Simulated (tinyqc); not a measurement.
# Quarter-wave Bragg mirror and the threshold of a vertical cavity: effects of single changes

N pairs of lossless layers, each a quarter wave thick at lam, in the order nH, nL from the incident medium n0 to the exit medium ns; normal incidence, no dispersion. At wavelength lam + dw each layer has the phase d = (pi/2) lam/(lam + dw) and the matrix [[cos d, i sin d/n], [i n sin d, cos d]].

Inputs (values chosen for the exercise); indices close to those of silicon and silicon dioxide: design wavelength lam = 1550 nm; high index nH = 3.447; low index nL = 1.439; number of pairs N = 4; index of the incident medium n0 = 1; index of the exit medium ns = 1.5.

Each table varies one quantity; the others keep the values above.

## Effect of the index contrast

At the design wavelength Y = ns (nH/nL)^(2 N), T0 = 4 n0 Y/(n0 + Y)^2; stop band, to first order in its width, (4 lam/pi) arcsin((nH - nL)/(nH + nL)); layer thicknesses lam/(4 n). N99 is the number of pairs, not rounded, for T0 = 1 %; Lp = lam/(4 (nH - nL)).

Effect of the index contrast:
```
nL    T0 (%)  stop band (nm)    N99  Lp (nm)
2.07   4.410           497.8  5.472    281.4
2.28   9.310           405.0  6.751    332.0
2.48   17.44           323.4  8.475    400.7
2.69   30.78           244.1  11.25    511.9
2.9    49.12           170.3  16.15    708.4
3.1    69.08           104.6  26.30     1117
3.31   87.78           40.02  68.81     2828
```

What does the comparison show?

As nL nears nH = 3.447, the stop band falls from 498 to 40.0 nm, N99 rises from 5.47 to 68.8 and Lp rises from 281 to 2830 nm. The product of stop band and Lp changes only from 1.40e5 to 1.13e5 nm^2.

## Spectrum across the stop band

B = M11 + M12 ns, C = M21 + M22 ns; r = (n0 B - C)/(n0 B + C), T = 4 n0 ns/|n0 B + C|^2, R = |r|^2 = 1 - T. stop band, to first order in its width, (4 lam/pi) arcsin((nH - nL)/(nH + nL)).

Spectrum across the stop band:
```
dw (nm)        R    T (%)  |trace of the pair matrix|/2
-590     0.29592   70.408                       0.22061
-460     0.49973   50.027                       0.49505
-380     0.56485   43.515                       0.83259
-250     0.98998   1.0015                        1.1934
-130     0.99670  0.33027                        1.3570
130      0.99697  0.30316                        1.3711
250      0.99506  0.49426                        1.2937
380      0.98920   1.0800                        1.1835
460      0.98020   1.9796                        1.1086
590      0.93316   6.6842                       0.98263
```

The stop band is about 836 nm wide to first order; 6 of the 10 rows lie inside it (last column above one), where the field decays from pair to pair. T is 0.330 and 0.303 % in the two rows nearest the centre, against 0.246 % at dw = 0, and 70.4 and 6.68 % in the outermost rows, where it oscillates with wavelength.

Numbers from tinyqc (`OMP_NUM_THREADS=1 python tinyqc.py 2650027 2650028 out.jsonl`; about 0.01 s on one thread of a shared Intel Xeon 2.30GHz).
